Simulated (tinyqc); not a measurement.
Which rule serves at which density: Fermi-Dirac statistics of conduction electrons.

F_j(eta) = (1/Gamma(j + 1)) integral_0^infinity x^j dx/(1 + exp(x - eta)), which tends to exp(eta) for eta << 0.

With u = n/Nc: Boltzmann eta = ln u; Joyce-Dixon eta = ln u + u/sqrt(8) - 4.95009e-3 u^2 + 1.48386e-4 u^3 - 4.42563e-6 u^4; Nilsson eta = ln u/(1 - u^2) + v/(1 + (0.24 + 1.08 v)^-2) with v = (3 sqrt(pi) u/4)^(2/3); fully degenerate limit eta = v; exact: F_1/2(eta) = u.

Inputs chosen for the exercise: u_scale = 0.91 (factor on the ladder of u).

u runs over u_scale times 0.01, 0.03, 0.1, 0.3, 1, 2, 4, 8, 15, 30. Errors are rule minus exact, in kT.

eta and errors:

| u | eta exact | Boltzmann | Joyce-Dixon | Nilsson | degenerate |
|---|---|---|---|---|---|
| 0.00910 | -4.696 | -0.003 | 0.000 | 0.001 | 4.749 |
| 0.0273 | -3.591 | -0.010 | 0.000 | 0.000 | 3.701 |
| 0.0910 | -2.365 | -0.032 | 0.000 | -0.003 | 2.609 |
| 0.273 | -1.202 | -0.096 | 0.000 | -0.005 | 1.711 |
| 0.910 | 0.223 | -0.318 | 0.000 | 0.003 | 0.912 |
| 1.82 | 1.227 | -0.628 | 0.000 | 0.005 | 0.575 |
| 7.28 | 4.343 | -2.358 | -0.002 | -0.006 | 0.198 |
| 13.7 | 6.782 | -4.168 | -0.040 | -0.005 | 0.124 |
| 27.3 | 10.885 | -7.578 | -1.055 | -0.003 | 0.076 |

Give the missing row, u = 3.64.

Computed row:
```
u     eta exact  Boltzmann  Joyce-Dixon  Nilsson  degenerate
3.64      2.520     -1.228        0.000   -0.001       0.341
```

Within 0.05 kT: Boltzmann up to u = 0.091, Joyce-Dixon up to u = 13.7 of those listed. Nilsson never errs by more than 0.006 kT. The degenerate limit is still off by +0.076 kT at the last row, since it leaves out the thermal term -pi^2/(12 eta) = -0.076. Boltzmann always falls short, because it lets more than one electron into a state.

Run: tinyqc, `OMP_NUM_THREADS=1 python tinyqc.py 1682511 1682512 out.jsonl`; Intel(R) Xeon(R) Processor @ 2.30GHz, one thread, shared host; about 0.01 s of CPU time with all checks.
